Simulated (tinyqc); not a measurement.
Spin curve: spin coating of a resist or spin-on film: centrifugal thinning, evaporation and the final thickness (Emslie and Meyerhofer models). Computed by tinyqc, a small Python program. Command: `OMP_NUM_THREADS=1 python tinyqc.py 3114170 3114171 out.jsonl spincoat walk`. One thread of a shared host (Intel(R) Xeon(R) Processor @ 2.30GHz), about 0.08 s of CPU time with the checks.

A Newtonian film stays uniform over the wafer; solvent and solids have the same density and the concentration is uniform through the thickness.

Inputs (values chosen for the exercise, of the order of those of a polymer resist in an ester solvent): solids volume fraction c0 = 0.22; kinematic viscosity of the solvent nu_s = 2.1 mm^2/s; viscosity constant k = 640 mm^2/s; viscosity exponent gamma = 2.8; spin speed f = 4000 rpm; evaporation rate at 1000 rpm e0 = 0.068 micrometre/s; starting thickness h0 = 200 micrometre; wafer radius R = 100 mm.

Method:
- omega = 2 pi f/60; nu(c) = nu_s + k c^gamma; evaporation rate e = e0 sqrt(f/1000 rpm).
- Flow constant K = 2 omega^2/(3 nu(c0)); Reynolds number of the air omega R^2/nu_air with nu_air = 15 mm^2/s.
- Meyerhofer estimate: flow rules until (1 - c0) K h^3 = e, then evaporation alone: h_w = (e/((1 - c0) K))^(1/3), dry film c0 h_w.
- Full model for solids s and liquid l per area, h = s + l, c = s/h: ds/dt = -c Q, dl/dt = -(1 - c) Q - e, Q = 2 omega^2 h^3/(3 nu(c)); integrated adaptively (relative tolerance 1e-9) until l = 0.

dry film, estimate = 564.357 nm

Dry film against speed:
```
f (rpm)  full model (nm)  estimate (nm)  time to dry (s)
500               1791.7         1596.2           152.75
1000              1266.9         1128.7            76.39
1500              1034.4          921.6            50.93
2000               895.8          798.1            38.20
3000               731.5          651.7            25.47
4000               633.5          564.4            19.10
6000               517.2          460.8            12.74
```

The full thickness goes as f^-0.500; the estimate as (e/omega^2)^(1/3) = f^(-1/2). The time to dry goes as f^-1.00. A thickness window of 1 % allows a speed error of about 2 %.
